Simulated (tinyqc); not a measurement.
Carrier lifetime of an n-type layer with SRH, radiative, Auger and surface recombination: two steps of the calculation.

Uniform excess density dn = dp (no trapping), n = n0 + dn, p = p0 + dn, Boltzmann statistics, full ionisation. Surfaces enter as a rate 2 S dn/d, which holds while diffusion to them is fast.

Inputs (values chosen for the exercise); band and dielectric values close to those of silicon: temperature T = 350 K; band gap Eg = 1.14 eV; conduction-band density of states at T Nc = 3.47e19 cm^-3; valence-band density of states at T Nv = 3.38e19 cm^-3; radiative coefficient B = 4.67e-15 cm^3/s; donor density N = 4e14 cm^-3; Auger coefficient (two electrons) Cn = 3.2e-31 cm^6/s; Auger coefficient (two holes) Cp = 1.7e-31 cm^6/s; trap density Nt = 7.7e13 cm^-3; capture cross-section for electrons sn = 9e-15 cm^2; capture cross-section for holes sp = 3e-16 cm^2; thermal velocity (both carriers) vth = 1.9e7 cm/s; trap level below the conduction band Et = 0.27 eV; surface recombination velocity (both faces) S = 2000 cm/s; sample thickness d = 200 um.

Constants: q = 1.602176634e-19 C, kB = 1.380649e-23 J/K, Vt = kB T/q. Results are converted to the units shown.

Problem 1. Equilibrium densities and SRH constants. ni = sqrt(Nc Nv) exp(-Eg/(2 Vt)), Eg in volts; majority density N/2 + sqrt(N^2/4 + ni^2), n0 p0 = ni^2; n1 = Nc exp(-Et/Vt), p1 = Nv exp((Et - Eg)/Vt); tn0 = 1/(sn vth Nt), tp0 = 1/(sp vth Nt).

Find: ni; n0; p0; n1; p1; tn0; tp0.

Solution 1.

ni = 2.123e11 cm^-3
n0 = 4.000e14 cm^-3
p0 = 1.127e8 cm^-3
n1 = 4.493e15 cm^-3
p1 = 1.003e7 cm^-3
tn0 = 7.595e-8 s
tp0 = 2.278e-6 s

Problem 2. Lifetime, shares and quasi-Fermi splitting. With e = n p - ni^2 = dn (n0 + p0 + dn): U_SRH = e/(tp0 (n + n1) + tn0 (p + p1)), U_rad = B e, U_Aug = (Cn n + Cp p) e, U_s = 2 S dn/d. tau = dn/U, shares of U, splitting Vt ln(n p/ni^2), radiative efficiency U_rad/U.

converged dn = 4.8527727e15 cm^-3
ni = 2.1231678e11 cm^-3
n0 = 4.0000011e14 cm^-3
p0 = 1.1269601e8 cm^-3
n1 = 4.4926293e15 cm^-3
p1 = 1.0033861e7 cm^-3
tn0 = 7.5947444e-8 s
tp0 = 2.2784233e-6 s

Wanted: tau; shares; quasi-Fermi splitting.

Solution 2.

tau = 2.3108e-6 s
shares (%): SRH 53.774, radiative 0.006, Auger 0.003, surface 46.217
quasi-Fermi splitting = 0.60783 V

SRH recombination takes the largest share. dn is 12 times the doping: high injection.

Range of the model: S d exceeds 2.5 cm^2/s, comparable with a diffusion coefficient, so 2 S/d overstates the surface loss.

Numbers from tinyqc (`OMP_NUM_THREADS=1 python tinyqc.py 2300049 2300050 out.jsonl`; about 0.01 s on one thread of a shared Intel Xeon 2.30GHz).
